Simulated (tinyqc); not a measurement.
Cell and bit-line capacitance from two signals.

Inverse problem. In a DRAM a freshly written one gives the bit-line signal (Vd/2) Cs/(Cs + Cb). Find Cs and Cb.

Parameters, values chosen for the exercise:
```
symbol  value  unit        meaning
Vd        1.3     V  array voltage
```

signal of a fresh one without and with 30 fF added to the bit line (mV): [141.95402, 105.55556]

Answer. (Vd/2)/signal = 1 + Cb/Cs, and the added capacitance raises it by its ratio to Cs.

Cs = 19.0 fF
Cb = 68.0 fF

Numbers from tinyqc (`OMP_NUM_THREADS=1 python tinyqc.py 2130160 2130161 out.jsonl`; about 0.01 s on one thread of a shared Intel Xeon 2.30GHz).
